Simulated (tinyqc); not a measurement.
MOSFET in saturation, small-signal circuit and noise: one step of the calculation.

Bias by the inversion coefficient IC = I/Ispec (charge-based model with velocity saturation; weak inversion below 0.1, strong above 10). Common-source circuit: gm, gds, Cgs, Cgd and Cj at the inner nodes, Rg in series with the gate; quasi-static, no source or drain resistance, no gate-body capacitance, no substrate network, no induced gate noise, so fmax is an upper estimate.

Task. Admittance matrix. Inner admittances at w = 2 pi f: y11 = i w (Cgs + Cgd), y12 = -i w Cgd, y21 = gm - i w Cgd, y22 = gds + i w (Cgd + Cd). Invert to Z, add Rg to Z11 and invert back to Y.

Values chosen for this exercise: signal frequency f = 0.3 GHz.

gm = 0.39757420 mS
gds = 0.0047708903 mS
Cgs = 35.697903 fF
Cgd = 13.6 fF
Cd = 35.6 fF
Rg = 2.5476190 ohm

Wanted: inner y; Y with Rg.

Result.

inner y (mS):
```
,1,2
1,0.0000+0.0929i,0.0000-0.0256i
2,0.3976-0.0256i,0.0048+0.0927i
```

Y with Rg (mS):
```
,1,2
1,0.0000+0.0929i,0.0000-0.0256i
2,0.3976-0.0257i,0.0048+0.0928i
```

tinyqc, about 0.01 s, one thread, Intel Xeon 2.30GHz (shared host): `OMP_NUM_THREADS=1 python tinyqc.py 2150016 2150017 out.jsonl`
